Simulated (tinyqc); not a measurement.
Short-channel transistor, virtual-source model with series resistance: two steps of the calculation.

The current per gate width is the charge at the top of the source barrier (the virtual source) times its velocity times a saturation function; al and be are fitting constants of the model. Units: I in uA/um, Rs in ohm um, so I Rs = 1e-6 I Rs in volts; Q in uC/cm^2, so I = 1e-4 Q vx0 Fsat with vx0 in cm/s.

Inputs (values chosen for the exercise):
```
symbol,value,unit,meaning
T,293,K,temperature
Cinv,2.75,uF/cm^2,inversion capacitance
vx0,8.07e6,cm/s,velocity at the virtual source
mu,740,cm^2/(V s),apparent mobility
L,20,nm,channel length
VT0,0.397,V,threshold at zero drain voltage
dl,0.172,V/V,drain-induced barrier lowering
n0,1.54,,subthreshold factor
nd,0.2,1/V,growth of n with drain voltage
al,3.5,,threshold shift (in units of Vt) from weak to strong inversion
be,1.6,,sharpness of saturation
Rs,150,ohm um,series resistance of each contact
Vgs,0.61,V,gate voltage
Vds,0.75,V,drain voltage
```

Constants: q = 1.602176634e-19 C, kB = 1.380649e-23 J/K, Vt = kB T/q. Results are converted to the units shown.

Question 1. Current through the series resistance. Intrinsic voltages Vg' = Vgs - I Rs, Vd' = Vds - 2 I Rs. n = n0 + nd Vd', VT = VT0 - dl Vd', Ff = 1/(1 + exp((Vg' - VT + al Vt/2)/(al Vt))), Q = Cinv n Vt ln(1 + exp((Vg' - VT + al Vt Ff)/(n Vt))), Vdsat = (vx0 L/mu)(1 - Ff) + Vt Ff, Fsat = u/(1 + u^be)^(1/be) with u = Vd'/Vdsat, and I(out) = Q vx0 Fsat per width. (Fsat takes the sign of u.) I(new) = I(out).

I after iteration 1 = 759.80652 uA/um

Wanted: Vg'; Vd'; VT; Ff; Q; Vdsat; Fsat; I(out); I after iteration 2.

Answer 1.

Vg' = 0.4960 V
Vd' = 0.5221 V
VT = 0.3072 V
Ff = 0.06681
Q = 0.5365 uC/cm^2
Vdsat = 0.02204 V
Fsat = 0.9961
I(out) = 431.3 uA/um
I after iteration 2 = 431.3 uA/um

Question 2. What the series resistance costs. n = n0 + nd Vd', VT = VT0 - dl Vd', Ff = 1/(1 + exp((Vg' - VT + al Vt/2)/(al Vt))), Q = Cinv n Vt ln(1 + exp((Vg' - VT + al Vt Ff)/(n Vt))), Vdsat = (vx0 L/mu)(1 - Ff) + Vt Ff, Fsat = u/(1 + u^be)^(1/be) with u = Vd'/Vdsat, and I = Q vx0 Fsat per width. I0 is the current for Rs = 0. Effective velocity I/Q; transit time L Q/I.

converged I = 528.91218 uA/um
I0 = 759.80652 uA/um

Wanted: loss against I0; effective velocity; transit time.

Answer 2.

loss against I0 = 30.389 %
effective velocity = 8.0442e6 cm/s
transit time = 0.24863 ps

The carriers leave the virtual source at 99.7 % of vx0: the device is in saturation.

Numbers from tinyqc (`OMP_NUM_THREADS=1 python tinyqc.py 2380147 2380148 out.jsonl`; about 0.02 s on one thread of a shared Intel Xeon 2.30GHz).
